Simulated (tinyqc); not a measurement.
# Worked calculation: read current of a NAND string, cells in series solved by shooting

Computed by the program tinyqc: `OMP_NUM_THREADS=1 python tinyqc.py 2142147 2142148 out.jsonl`, one thread of a shared Intel Xeon 2.30GHz, about 0.4 s for the whole run. Printed values are rounded.

Cells in series, numbered from 0 at the source line (0 V) to the bit line, each followed by a gap resistance Rg. A cell with gate Vg, threshold VT, source Vs and drain Vd passes I = 2 nf K Vt^2 [F(Vs) - F(Vd)]/(1 + th max(Vg - VT, 0)), F(V) = ln^2(1 + exp((Vg - VT - nf V)/(2 nf Vt))). The selected cell has Vg = Vr, the others Vg = Vp.

Inputs (values chosen for the exercise); values of the order met in vertical NAND strings:
- T = 300 K (temperature)
- K = 3.1 uA/V^2 (gain factor of a cell)
- nf = 1.6 (slope factor)
- th = 0.04 1/V (mobility reduction factor)
- Rg = 5.4 kohm (resistance of the gap between cells)
- Vbl = 0.5 V (bit-line voltage)
- Vp = 7.9 V (pass voltage)
- Vr = 4.45 V (read voltage on the selected word line)

Constants: q = 1.602176634e-19 C, kB = 1.380649e-23 J/K, Vt = kB T/q. Results are converted to the units shown.

## Step 1: node voltages for a trial current

first trial current = 0.56 uA
thresholds from the source end, cell 0 to 4 (V): -1.9  -1.9  -1.9  -1.9  2.7

For a trial current I start at 0 V and, cell by cell (the selected one is cell 4), solve for the drain: sqrt(F(Vd)) = sqrt(F(Vs) - I/k), k = 2 nf K Vt^2/(1 + th max(Vg - VT, 0)), Vd = [Vg - VT - 2 nf Vt ln(exp(sqrt F) - 1)]/nf, then add I Rg.

node voltage after each cell and gap, trial 1, cell 0 to 4 (V): 0.0287370  0.0575956  0.0865777  0.115685  0.251198

## Step 2: node voltages for a trial current

second trial current = 0.91 uA

As before.

node voltage after each cell and gap, trial 2, cell 0 to 4 (V): 0.0467527  0.0938296  0.141238  0.188985  0.445994

## Course of the secant iteration

Secant steps on the end voltage less Vbl, from the two trials; a trial above the saturation current of a cell has no solution and is moved halfway to the previous trial. Stop below 1e-9 V.

Course of the iteration:
```
iteration	I (uA)	end voltage - Vbl (V)	halvings
1	1.00704	9.69e-3	0
2	0.992268	-3.91e-4	0
3	0.992840	-2.85e-6	0
4	0.992844	8.35e-10	0
```

Converged in 4 iterations to I = 0.99284 uA. The selected cell takes 57.6 % of the bit-line voltage and the gaps together 5.36 %.
